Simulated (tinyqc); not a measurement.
Coverage along the feature as the dose grows: atomic layer deposition: Langmuir saturation, growth per cycle and coating of deep features. Computed by tinyqc, a small Python program. Command: `OMP_NUM_THREADS=1 python tinyqc.py 3024715 3024716 out.jsonl ald walk`. One thread of a shared host (Intel(R) Xeon(R) Processor @ 2.30GHz), about 0.05 s of CPU time with the checks.

Precursor A sticks only on free sites, so a long enough pulse saturates; co-reactant B then frees the sites again.

Inputs (values chosen for the exercise, modelled on zinc oxide from diethylzinc and water):
```
quantity                                 value    unit
precursor mass M                           124       u
site density q                               7  1/nm^2
sticking probability beta on free sites  0.042       -
precursor pressure p                       1.9      Pa
temperature T                              125       C
pulse time t                             0.011       s
desorption energy E_d                     1.54      eV
aspect ratio a                             120       -
```

Feature: long trench.

Constants: u = 1.6605390666e-27 kg; k_B = 1.380649e-23 J/K; k_B = 8.617333262e-05 eV/K.

Method:
- Wall flux F = p/sqrt(2 pi M k_B T); rate of filling k_a = beta F/q; desorption k_d = 1e13 exp(-E_d/(k_B T)) per second. 1/m^2 = 1e-18/nm^2.
- Temperatures in kelvin are T(C) + 273.15.
- Diffusion-limited filling (Gordon) of a long trench of width w, hydraulic diameter 2w, so that a is replaced by a/2 in the hole formula: t = (q/F)(1 + 19a/8 + 3a^2/8). Reaction-limited filling needs ln(100)/k_a at any depth, k_a = beta F/q. Flow is molecular. The front picture holds when the modulus (a/2) sqrt(beta) is well above 1.
- Depth reached by the given pulse: solve the same formula for a. Exposure = p x diffusion-limited time; 1 langmuir = 1.33322e-4 Pa s.
- Continuum model with steady gas transport: d2n/dz2 = 3 beta (1 - th) n/d_h^2 (d_h the hydraulic diameter, n = 1 at the mouth, no flux at the floor, 60 cells), d th/dt = beta F n (1 - th)/q; no desorption. Times are multiples of the larger of the Gordon time and ln(100)/k_a.

diffusion-limited time = 1.76661 s

time to 99 % without desorption, ln(100)/k_a = 0.0340668 s

flux F = 22530.1 1/(nm^2 s)

modulus = 12.2963

Coverage:
```
multiple   t (s)  top cell  quarter depth  half depth  three quarters  floor cell
0.05      0.0883         1          0.282       0.002           0.000       0.000
0.10      0.1767         1          0.862       0.014           0.000       0.000
0.20      0.3533         1          1.000       0.215           0.001       0.000
0.40      0.7066         1          1.000       0.997           0.070       0.001
0.60      1.0600         1          1.000       1.000           0.726       0.016
0.80      1.4133         1          1.000       1.000           0.999       0.208
1.00      1.7666         1          1.000       1.000           1.000       1.000
1.30      2.2966         1          1.000       1.000           1.000       1.000
```

At a multiple of 0.2 the coverage is 1.00 at the top and 0.00 at the floor. The walls fill from the top down behind a front whose depth grows as sqrt(t), since the modulus is well above 1. In the last row the floor reaches 1.000. Caution: for a long trench the a/2 rule ignores the ln(a)/a transmission of a slit, so times at large a are too long.
